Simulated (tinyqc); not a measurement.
## Gate sheet resistance from two finger widths

Problem. At low frequency R = Rsh Wf/(3 L) + B/Wf, where B collects the channel and vertical terms. Find Rsh, B and the width of lowest R.

Inputs (values chosen for the exercise):

| symbol | value | unit | meaning |
|---|---|---|---|
| L | 0.5 | um | channel length |

input resistance of single fingers, contacted at one end, of width 0.78 and 12 um (ohm): [43.365641, 38.666667]

Solution. R Wf is a straight line in Wf^2; the minimum of R lies where both terms are equal.

Rsh = 4.500 ohm/square
B = 32.00 ohm um
width of lowest R = 3.266 um

Computed by the program tinyqc: `OMP_NUM_THREADS=1 python tinyqc.py 2262162 2262163 out.jsonl`, one thread of a shared Intel Xeon 2.30GHz, about 0.01 s for the whole run.
